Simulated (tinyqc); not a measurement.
Surface photovoltage measurement of the minority-carrier diffusion length in a wafer: one step, computed by the program tinyqc.

Low injection, steady light, a depletion layer much thinner than 1/alpha and L. The excess density dn is taken at the front edge of the neutral region; light that reaches the back is lost.

Question. One wavelength. alpha = (84.732/lambda - 76.417)^2 per cm with lambda in micrometre (an empirical fit for silicon between 0.7 and 1.05 micrometre). Thick wafer: dn = Phi L/((S_f + D/L)(L + 1/alpha)). Finite wafer, with s = S_b L/D, w = W/L, a = alpha L: dn = [Phi a/(a^2 - 1)] [a - B - exp(-alpha W)(a - s)/(cosh w + s sinh w)]/(S_f + B D/L), B = (sinh w + s cosh w)/(cosh w + s sinh w). Photovoltage V = (k_B T/e) ln(1 + dn/n_0). Lifetime = L^2/D.

Inputs (values chosen for the exercise, modelled on p-type silicon at room temperature):
```
quantity                                             value        unit
diffusion length L                                     620  micrometre
wafer thickness W                                      525  micrometre
diffusivity D                                         24.4      cm^2/s
front recombination velocity S_f                       750        cm/s
back recombination velocity S_b                       8600        cm/s
photon flux entering                               5.5e+13  1/(cm^2 s)
minority density at the surface barrier scale n_0  3.5e+08      1/cm^3
temperature T                                          298           K
wavelength                                             985          nm
```

Constants: k_B = 8.617333262e-05 eV/K.

Give: alpha; penetration depth 1/alpha; dn, thick wafer; B; dn, finite wafer; photovoltage V; lifetime.

Answer.

alpha = 92.26 1/cm

penetration depth 1/alpha = 108.4 micrometre

dn, thick wafer = 4.094e+10 1/cm^3

B = 1.403

dn, finite wafer = 3.292e+10 1/cm^3

photovoltage V = 117.0 mV

lifetime = 157.5 microsecond

Caution: dn is not small against n_0, so V is not linear in the flux; the constant-flux reading then needs dn, not V.
